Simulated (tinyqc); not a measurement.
# p-n heterojunction, non-linear Poisson equation by Newton steps, Boltzmann statistics: what changes with what

One dimension, material 1 (p-type) at x < 0 and material 2 (n-type) at x > 0. Band edges: Ec = -psi in material 1 and -psi + dEc in material 2, Ev = Ec - Eg. Flat quasi-Fermi levels: 0 for holes, +V for electrons. n = Nc F((EFn - Ec)/Vt), p = Nv F((Ev - EFp)/Vt), with F(eta) = exp(eta) (Boltzmann statistics); full ionisation, no interface charge, classical densities; the doping types are chosen for the exercise.

Parameters, values chosen for the exercise; band and dielectric values close to those of AlGaAs and GaAs:
```
symbol,value,unit,meaning
T,400,K,temperature
Eg1,1.82,eV,band gap of material 1
er1,12,,relative permittivity of material 1
Nc1,1.07e18,cm^-3,conduction-band density of states of material 1
Nv1,1.72e19,cm^-3,valence-band density of states of material 1
Eg2,1.42,eV,band gap of material 2
er2,12.8,,relative permittivity of material 2
Nc2,6.65e17,cm^-3,conduction-band density of states of material 2
Nv2,1.38e19,cm^-3,valence-band density of states of material 2
dEc,-0.22,eV,conduction-band offset Ec2 - Ec1
N1,2.6e18,cm^-3,acceptor density of material 1
N2,7.3e16,cm^-3,donor density of material 2
V,0.58,V,bias of side 1 against side 2
```

Constants: q = 1.602176634e-19 C, kB = 1.380649e-23 J/K, Vt = kB T/q, eps0 = 8.8541878128e-14 F/cm where lengths are in cm. Results are converted to the units shown.

Each table varies one quantity; the others keep the values above.

## Effect of the bias of side 1 against side 2

Exact first integral: on each side D^2/(2 eps0 er) = G, G = q [Vt (nI_j - nI_b) + Vt (pI_j - pI_b) - C (psi_j - psi_b)], with C = -N1 or +N2, b the neutral end of that side, and nI, pI the densities themselves. D is continuous, so er1 G1(psi_j) = er2 G2(psi_j) fixes psi_j. Ends from Nv1 F((-psi_L - Eg1)/Vt) = N1 and Nc2 F((V + psi_R - dEc)/Vt) = N2. D is counted positive when psi rises towards material 2. Depletion (Anderson) capacitance C^2 = q eps0 er1 er2 N1 N2/(2 (er1 N1 + er2 N2)(psi_R - psi_L)). -dD/dV is the change of the displacement at the interface with both quasi-Fermi levels flat; it is the terminal capacitance only while neither side holds an inversion layer. n_j and p_j are densities at the interface.

Results:
columns A: V (V); B: psi_R - psi_L (V); C: psi_j - psi_L (V); D: psi_R - psi_j (V); E: D/q (cm^-2); F: n_j in 1 (cm^-3); G: p_j in 2 (cm^-3); H: -dD/dV (nF/cm^2); I: depletion C (nF/cm^2)
```
A          B       C       D         E          F         G      H      I
0.4    1.059  0.1440  0.9147  1.948e12      593.6  5.921e18  12.14  77.96
-0.09  1.549  0.1485   1.400  1.987e12   4.528e-4  5.204e18  13.04  64.46
-0.57  2.029  0.1533   1.875  2.027e12  4.660e-10  4.530e18  14.02  56.32
-1.06  2.519  0.1586   2.360  2.072e12  3.648e-16  3.879e18  15.14  50.55
-1.54  2.999  0.1644   2.834  2.119e12  3.866e-22  3.280e18  16.35  46.32
-2.03  3.489  0.1709   3.318  2.171e12  3.131e-28  2.714e18  17.71  42.95
-3     4.459  0.1860   4.273  2.287e12  2.913e-40  1.752e18  20.65  37.99
```

Estimate the missing row, V = -2.51 V.

Computed row:
columns A: V (V); B: psi_R - psi_L (V); C: psi_j - psi_L (V); D: psi_R - psi_j (V); E: D/q (cm^-2); F: n_j in 1 (cm^-3); G: p_j in 2 (cm^-3); H: -dD/dV (nF/cm^2); I: depletion C (nF/cm^2)
```
A          B       C      D         E          F         G      H      I
-2.51  3.969  0.1780  3.791  2.226e12  3.445e-34  2.210e18  19.14  40.27
```

With this row back in the table: As V goes from 0.4 to -3, the total bending rises from 1.06 to 4.46 V and the sheet charge D/q rises from 1.95e12 to 2.29e12 cm^-2; the share of the bending in material 1 falls from 13.6 to 4.17 %. The capacitance departs most from the depletion formula at V = 0.4, where it is 84 % below it, and there the holes at the interface in material 2 outnumber its donors: an inversion layer has formed, which screens D from the bias. For V = 0.4, -0.09, -0.57 a density at the interface exceeds 0.3 of the band density of states, which Boltzmann statistics overestimate.

## Effect of the acceptor density of material 1

Same model as above.

Effect of the acceptor density of material 1:
columns A: N1 (cm^-3); B: psi_R - psi_L (V); C: psi_j - psi_L (V); D: psi_R - psi_j (V); E: D/q (cm^-2); F: n_j in 1 (cm^-3); G: p_j in 2 (cm^-3); H: -dD/dV (nF/cm^2); I: depletion C (nF/cm^2)
```
A            B       C       D         E        F         G      H      I
1.3e17  0.7755  0.2997  0.4758  6.763e11  2.012e8  3.237e15  75.26  73.11
2.1e17  0.7920  0.2345  0.5575  7.464e11  1.877e7  3.471e16  71.62  78.13
3.3e17  0.8076  0.1922  0.6154  8.311e11  3.500e6  1.861e17  54.08  81.49
5.3e17  0.8239  0.1677  0.6562  9.687e11  1.072e6  6.076e17  35.88  83.75
8.5e17  0.8402  0.1549  0.6853  1.167e12  4.607e5  1.414e18  24.56  85.01
1.3e18  0.8548  0.1483  0.7065  1.404e12  2.489e5  2.617e18  18.20  85.53
2.2e18  0.8730  0.1435  0.7294  1.788e12  1.281e5  5.086e18  13.07  85.63
3.4e18  0.8880  0.1412  0.7468  2.200e12  7.743e4  8.413e18  10.15  85.42
```

As N1 goes from 1.3e17 to 3.4e18, the total bending rises from 0.775 to 0.888 V and the sheet charge D/q rises from 6.76e11 to 2.20e12 cm^-2; the share of the bending in material 1 falls from 38.6 to 15.9 %. The capacitance departs most from the depletion formula at N1 = 3.4e18, where it is 88 % below it, and there the holes at the interface in material 2 outnumber its donors: an inversion layer has formed, which screens D from the bias. For N1 = 2.2e18, 3.4e18 a density at the interface exceeds 0.3 of the band density of states, which Boltzmann statistics overestimate.

tinyqc, about 0.04 s, one thread, Intel Xeon 2.30GHz (shared host): `OMP_NUM_THREADS=1 python tinyqc.py 2040068 2040069 out.jsonl`
